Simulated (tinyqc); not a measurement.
Inside a calculation. Model: electron-beam lithography: double-Gaussian proximity function, edge placement and dose correction for parallel lines. Computed by tinyqc, a small Python program that keeps every step. Command: `OMP_NUM_THREADS=1 python tinyqc.py 3110314 3110315 out.jsonl proximity walk`. One thread of a shared host (Intel(R) Xeon(R) Processor @ 2.30GHz), about 0.01 s of CPU time with the checks. Intermediate numbers are printed to about 6 digits and carried at full precision; extremes and crossings named in words are read from the listed rows.

Lines are infinitely long. Absorbed energy is counted so that the middle of a very large area written at dose 1 receives 1; the resist develops where it exceeds 1/2.

Inputs (values chosen for the exercise, of the order of those for 30 keV electrons in resist on silicon):

| quantity | value | unit |
|---|---|---|
| forward range alpha | 0.018 | micrometre |
| backscatter range beta | 4.1 | micrometre |
| backscatter ratio eta | 0.75 | - |
| base dose D0 | 370 | microcoulomb/cm^2 |
| beam current | 3.6 | nA |
| pixel size | 10 | nm |
| width of the test line | 0.17 | micrometre |
| pattern density around the test line | 0.43 | - |

line widths (micrometre): 0.068  0.03  0.49  0.11

gaps between the lines (micrometre): 0.19  3.6  1.4

Constants: e = 1.602176634e-19 C.

## Layout

The first line starts at x = 0; each next one starts after the width and the gap.

Lines (micrometre):

| line | left edge | right edge | centre |
|---|---|---|---|
| 1 | 0.000 | 0.068 | 0.034 |
| 2 | 0.258 | 0.288 | 0.273 |
| 3 | 3.888 | 4.378 | 4.133 |
| 4 | 5.778 | 5.888 | 5.833 |

## Interaction matrix

f(r) = [exp(-r^2/alpha^2)/alpha^2 + eta exp(-r^2/beta^2)/beta^2]/(pi (1 + eta)). A line from a to b at dose d gives E(x) = d [S(alpha) + eta S(beta)]/(1 + eta), S(s) = [erf((b - x)/s) - erf((a - x)/s)]/2. M_ij is the mean of E at the two edges of line i from line j at dose 1.

M:
```
          1         2         3         4
1  0.289724  0.001763  0.010649  0.000878
2  0.003997  0.282220  0.011921  0.001032
3  0.001481  0.000731  0.314475  0.005450
4  0.000543  0.000281  0.024311  0.292200
```

## Dose correction

Uncorrected edge energies are M 1. Solve M d = 1/2 for the doses d that put the mean edge energy of every line at the threshold.

edge energies at dose 1: 1 0.303014, 2 0.299169, 3 0.322137, 4 0.317335

corrected doses: 1 1.65379, 2 1.67697, 3 1.55093, 4 1.57743

largest over smallest dose = 1.08127

Line 2 needs the most and line 3 the least; a narrow isolated line much wider than alpha would need 1 + eta = 1.75.

## Printed widths

Edges are the roots of E(x) = 1/2 between a line centre and the middle of the next gap. Three cases: dose 1 everywhere; one common dose equal to the mean of d; the corrected doses.

Width error, printed less drawn (nm):

| line | drawn width (nm) | dose 1 | mean dose | corrected |
|---|---|---|---|---|
| 1 | 68 | -25.8148 | -0.73992 | 6.00e-06 |
| 2 | 30 | missing | -1.25220 | 3.00e-06 |
| 3 | 490 | -22.4645 | 1.39610 | 0 |
| 4 | 110 | -23.2685 | 0.85948 | 1.00e-05 |

At dose 1, 1 of the 4 lines stay below the threshold. With the common mean dose the errors span 2.6 nm. With corrected doses the largest error is below 0.01 nm.

## Dose to size and latitude

A test line of width w << beta in surroundings of density rho, all at dose d: near its edge E(x) = d [S + eta rho]/(1 + eta), S = [erf((b - x)/alpha) - erf((a - x)/alpha)]/2 for edges a and b, the second term being the background energy. Dose to size d_s = (1 + eta)/(erf(w/alpha) + 2 eta rho), dose = d_s D0; edge slope d [1 - exp(-w^2/alpha^2)]/(sqrt(pi) alpha (1 + eta)); width change per 1 % of dose = 2 x 0.01 x (1/2)/slope.

dose to size d_s = 1.06383

dose = 393.617 microcoulomb/cm^2

edge slope = 0.0190540 1/nm

width change per 1 % of dose = 0.524824 nm

background energy = 0.196049

The background supplies 39 % of the threshold.

## Shot noise and writing time

With dose = d_s D0: electrons per pixel N = dose x pixel area/e; relative noise 1/sqrt(N); time per cm^2 of pattern area = dose x density/current; pixel rate = current/(dose x pixel area).

electrons per pixel = 2456.76

shot noise = 2.01752 %

writing time per cm^2 = 13.0598 h

pixel rate = 9.14595 MHz

Checks made by the program: corrected edge energies (relative difference below 1e-10).
